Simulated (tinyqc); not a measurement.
Worked calculation: finite-difference solution of the diffusion equation on a small grid. Computed by tinyqc, a small Python program that keeps every step. Command: `OMP_NUM_THREADS=1 python tinyqc.py 3023523 3023524 out.jsonl fdiff walk`. One thread of a shared host (Intel(R) Xeon(R) Processor @ 2.30GHz), about 0.01 s of CPU time with the checks. Intermediate numbers are printed to about 5 digits and carried at full precision; extremes and crossings named in words are read from the listed rows.

dC/dt = D d2C/dx2 on nodes x_j = j dx, j = 0..8; the far end is sealed.

Inputs (values chosen for the exercise):
```
quantity,value,unit
diffusivity D,30,nm^2/s
grid spacing dx,50,nm
time step dt,26,s
final time t_f,416,s
```

Boundary at x = 0: sealed surface. Scheme: explicit.

start values C_j, j = 0, 1, ... (% of a reference): [8.74, 58.6, 100, 58, 14.1, 12.2, 0, 0, 0]

## Mesh ratio and operator

The operator M acts as (M C)_j = C_(j-1) - 2 C_j + C_(j+1); at the sealed far end a mirror node gives 2 C_(N-2) - 2 C_(N-1); at j = 0, a mirror node gives 2 C_1 - 2 C_0. r = D dt/dx^2.

mesh ratio r = 0.312

operator M:
```
,0,1,2,3,4,5,6,7,8
0,-2,2,0,0,0,0,0,0,0
1,1,-2,1,0,0,0,0,0,0
2,0,1,-2,1,0,0,0,0,0
3,0,0,1,-2,1,0,0,0,0
4,0,0,0,1,-2,1,0,0,0
5,0,0,0,0,1,-2,1,0,0
6,0,0,0,0,0,1,-2,1,0
7,0,0,0,0,0,0,1,-2,1
8,0,0,0,0,0,0,0,2,-2
```

## Amplification factors

The mode of M with eigenvalue mu has its amplitude multiplied per step by g = (1 + (1 - theta) r mu)/(1 - theta r mu), with theta = 0 explicit, 1 implicit, 1/2 Crank-Nicolson; the explicit scheme is stable for r up to 2/|mu_min|.

eigenvalues mu of M: [-4.0000, -3.8478, -3.4142, -2.7654, -2.0000, -1.2346, -0.5858, -0.1522, 0.0000]

factors g: [-0.2480, -0.2005, -0.0652, 0.1372, 0.3760, 0.6148, 0.8172, 0.9525, 1.0000]

largest stable r of the explicit scheme = 0.5

The smallest factor is -0.248: the shortest waves flip sign at each step while they decay.

## Time step 1

C at the start (%): [8.74, 58.60, 100.00, 58.00, 14.10, 12.20, 0.00, 0.00, 0.00]

With r = D dt/dx^2: (1 - theta r M) C(new) = (1 + (1 - theta) r M) C(old); theta = 0 explicit, 1 implicit, 1/2 Crank-Nicolson.

C after step 1 (%): [39.85264, 55.96048, 73.97920, 57.40720, 27.20400, 8.98640, 3.80640, 0.00000, 0.00000]

## Time step 2

The formulas are those given above.

C after step 2 (%): [49.904, 56.557, 63.187, 53.154, 30.944, 13.054, 4.235, 1.188, 0.000]

## All steps

The run takes n = round(t_f/dt) steps of length t_f/n. The dose is the trapezoidal sum of C dx; the error is the largest difference from exp(M D t/dx^2) C(0), the exact time evolution on the same grid.

Course of the run:
```
step,t (s),C_1,C_4,dose (% nm),largest error
1,26,55.960,27.204,12363.5,8.4256
2,52,56.557,30.944,12363.5,6.7146
3,78,56.550,32.292,12363.5,4.7413
4,104,56.220,32.496,12363.5,3.1955
5,130,55.602,32.391,12363.5,2.1483
6,156,54.831,32.186,12363.5,1.4334
7,182,53.972,31.979,12363.5,0.9451
...,...,...,...,...,...
10,260,51.258,31.503,12363.5,0.4570
11,286,50.370,31.395,12363.5,0.3788
12,312,49.505,31.306,12363.5,0.3206
13,338,48.668,31.234,12363.5,0.2991
14,364,47.861,31.174,12363.5,0.3154
15,390,47.084,31.126,12363.5,0.3332
16,416,46.338,31.086,12363.5,0.3447
```

C at the end (%): [47.563, 46.338, 42.823, 37.487, 31.086, 24.581, 18.994, 15.228, 13.900]

largest error at t_f = 0.34470 %

final dose = 12363.5 % nm

final C_4 = 31.086 %

The time-step error at the end is 0.34 on a scale of 47.6. Both ends are sealed, so the dose is conserved exactly, whatever the step.

## The three schemes as the step is halved

Each run reaches t_f in n equal steps; errors are the largest difference from exp(M D t_f/dx^2) C(0). A dash marks unstable explicit runs.

Largest error at t_f (%):
```
steps n,r,explicit,implicit,Crank-Nicolson
4,1.2480,-,1.2938,1.3085e-01
8,0.6240,-,0.5780,2.1253e-02
16,0.3120,0.34470,0.3030,5.4633e-03
32,0.1560,0.16691,0.1563,1.3747e-03
64,0.0780,0.08209,0.0794,3.4421e-04
128,0.0390,0.04071,0.0400,8.6086e-05
256,0.0195,0.02027,0.0201,2.1524e-05
```

From the last two rows, halving the step divides the error by 2.01 (explicit), 1.99 (implicit), 4.00 (Crank-Nicolson): a factor 2 marks first order in dt and 4 second order. The explicit scheme needs n of at least 10 to be stable; the other two are stable at any step.

Checks made by the program: matrix exponential against 4096 Crank-Nicolson steps (relative difference 2e-09).
